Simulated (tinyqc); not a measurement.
Inside a calculation: band-to-band tunnelling across a p-n junction in a two-band chain. Values are carried at full precision from step to step, so a last printed digit may differ when a step is redone from the rounded ones.

Sites alternate A at -Eg/2 and C at +Eg/2 with hopping -t; near the edges, with k counted from the zone boundary pi/a, E^2 = (Eg/2)^2 + (t a k)^2, so t = sqrt(c Eg/m)/a gives the mass m, c = hbar^2/2m0. In the gap cosh(q a) = 1 + (Eg^2/4 - e^2)/(2 t^2), e the energy from the local mid-gap. The potential is V0 = Eg + ov on the p side (left), 0 on the n side, and falls linearly over the 2N sites of the junction, V_j = V0 (1 - j/(2N + 1)), j = 1 to 2N, site 1 being A. E = Eg/2 + x ov. A half chain that ends on a site of level e1 with neighbour e2 has g = (1 + z)/(E - e1), z = exp(-/+ i k a) the root with Im g < 0, cos(k a) = (E - e1)(E - e2)/(2 t^2) - 1. S_L = t^2 g (ending on C, shifted by V0), S_R = t^2 g (starting on A). T = 4 Im(S_L) Im(S_R) |G_(1,2N)|^2.

Constants: hbar^2/2m0 = 3.80998211 eV angstrom^2.

Parameters, chosen for this exercise (gap and mass near those of InGaAs; not measured data):
```
symbol  value   unit      meaning
Eg      0.755   eV        gap
m       0.0438  m0        mass of electron and light hole
a       6       angstrom  period (two sites)
ov      0.33    eV        overlap: top of the valence band on the p side above the conduction edge on the n side
N       4                 periods in the small junction
x       0.65              energy above the n-side conduction edge, as a share of ov
```

## Hopping, field and tunnelling length

Form t, V0, E, the field F = V0/((2N + 1) a/2) (1 V/angstrom = 100 MV/cm) and the length Eg/F over which E lies in the gap.

t = 1.3507 eV
V0 = 1.0850 eV
E = 0.5920 eV
F = 4.019 MV/cm
tunnelling length = 18.79 angstrom

So short a junction keeps the matrix small; its field is above the 1 to 3 MV/cm of tunnel diodes.

## Self-energies of the two sides

Form cos(k a) and S for each side.

cos(k a): left -0.972443, right -0.943003

S_L, S_R (eV): -0.05775-0.48859i  0.10725-0.62619i

## Recursive Green function

g_1 = 1/(E - e_1 - S_L); g_j = 1/(E - e_j - t^2 g_(j-1)), with S_R also subtracted at the last site; G_1j = G_1(j-1) (-t) g_j, G_11 = g_1; e_j is the site level plus V_j. The self-energies stand in the order S_L, S_R.

Sweep:
```
j,e_j (eV),g_j (1/eV),G_1j (1/eV)
1,0.5869,0.2588-2.0135i,0.2588-2.0135i
2,1.2214,-0.0749-0.2498i,0.7055-0.1164i
3,0.3458,1.0808-1.2865i,-0.8276+1.3958i
4,0.9803,-0.2130-0.2119i,-0.6375+0.1648i
5,0.1047,0.9556-0.4217i,0.7290-0.5758i
6,0.7392,-0.4538-0.1847i,0.5905-0.1711i
7,-0.1364,0.6138-0.1329i,-0.4588+0.2478i
8,0.4981,-0.5559-0.4262i,-0.4871-0.0780i
```

T = 0.2979

## WKB for the same field

T = exp(-2 I/F), I = integral of q de across the gap. Continuum: q = sqrt(Eg^2/4 - e^2)/(t a), I = pi Eg^2/(8 t a). Lattice: q from the cosh formula, 12 Gauss-Legendre points in u with e = (Eg/2) sin(u), u from -pi/2 to pi/2. F in V/angstrom is the value in MV/cm over 100.

I (eV/angstrom): continuum 0.027622, lattice 0.027555

T by WKB: continuum 0.2529, lattice 0.2537

The chain gives 0.2979, 1.174 times the lattice WKB value; the exponent is only 1.37, and reflections at the two kinks of the potential count.

## Checks

- G_(1,2N) from the sweep against inversion of the whole matrix (size): both 0.49335.

Program tinyqc; command `OMP_NUM_THREADS=1 python tinyqc.py 1451333 1451334 out.jsonl`; about 0.01 s on one thread of a shared Intel(R) Xeon(R) Processor @ 2.30GHz.
